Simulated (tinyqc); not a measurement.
Inside a calculation. Model: implanted layer, carriers, mobility and sheet resistance.

tinyqc, about 0.01 s, one thread, Intel Xeon 2.30GHz (shared host): `OMP_NUM_THREADS=1 python tinyqc.py 2110108 2110109 out.jsonl` Printed values are rounded.

An n-type layer from the surface x = 0 to the junction xj, N(x) = N0 exp(-(x - Rp)^2/(2 sg^2)). Local neutrality (no depletion at surface or junction, no spilling of carriers), intrinsic carriers neglected, full ionisation of active dopants.

Parameters, values chosen for the exercise; values close to those of arsenic in silicon over a p-type background:
```
symbol    value        unit                                 meaning
T           300           K                             temperature
Nb       2.2e17       cm^-3  background doping of the opposite type
N0       1.6e19       cm^-3             peak chemical concentration
m1         50.5  cm^2/(V s)           mobility limit at high doping
m2         1400  cm^2/(V s)  mobility limit at low doping, at 300 K
Nr       9.9e16       cm^-3    reference doping of the mobility law
am        0.657                        exponent of the mobility law
bt          2.3                          temperature exponent of m2
Ns      2.05e20       cm^-3       solubility limit of active dopant
sg          6.8          nm                straggle after annealing
Rp            7          nm                         projected range
```

Constants: q = 1.602176634e-19 C. Results are converted to the units shown.

Range of the model: The layer is thin and light enough that depletion at the surface and the junction, left out here, would remove a good share of its carriers.

## Junction depth and local values

xj = Rp + sg sqrt(2 ln(N0/Nb)); 15 equal steps from 0 to xj. Active dopant A = min(N, Ns); n = A - Nb; mobility mu = m1 + (m2 (T/300 K)^(-bt) - m1)/(1 + ((A + Nb)/Nr)^am).

xj = 26.9107 nm

```
point   x (nm)   N (cm^-3)   A (cm^-3)  n (1e19 cm^-3)  mu (cm^2/(V s))
0       0.0000  9.41915e18  9.41915e18         0.91991          114.012
1       1.7940  1.19357e19  1.19357e19         1.17157          105.400
2       3.5881  1.41076e19  1.41076e19         1.38876          99.9852
3       5.3821  1.55535e19  1.55535e19         1.53335          97.0605
4       7.1762  1.59946e19  1.59946e19         1.57746          96.2527
5       8.9702  1.53423e19  1.53423e19         1.51223          97.4603
6      10.7643  1.37271e19  1.37271e19         1.35071          100.835
7      12.5583  1.14560e19  1.14560e19         1.12360          106.809
8      14.3524  8.91789e18  8.91789e18         0.86979          116.170
9      16.1464  6.47530e18  6.47530e18         0.62553          130.179
10     17.9405  4.38559e18  4.38559e18         0.41656          150.733
11     19.7345  2.77055e18  2.77055e18         0.25506          180.447
12     21.5286  1.63258e18  1.63258e18         0.14126          222.374
13     23.3226  8.97333e17  8.97333e17         0.06773          278.649
14     25.1166  4.60048e17  4.60048e17         0.02400          347.297
15     26.9107      2.2e17      2.2e17         0.00000          418.763
```

The mobility runs from 96.3 to 419 cm^2/(V s).

## Sheet quantities by the trapezoid rule

Dose = integral of N, carrier sheet density = integral of n, 1/Rs = q integral of n mu, mean mobility 1/(q Rs sheet density), Hall mobility (unit Hall factor) = integral of n mu^2 over integral of n mu, Hall sheet density = (integral of n mu)^2/integral of n mu^2; all from 0 to xj.

dose = 2.3049e13 cm^-2
carrier sheet density = 2.2457e13 cm^-2
Rs = 2541.4 ohm/square
mean mobility = 109.36 cm^2/(V s)
Hall mobility = 115.49 cm^2/(V s)
Hall sheet density = 2.1265e13 cm^-2

Carriers make up 97.4 % of the dose. A Hall measurement weights the mobile tail, so its sheet density is 5.3 % below the true one. With 4000 steps Rs = 2537 ohm/square; the coarse value is 0.16 % above it.
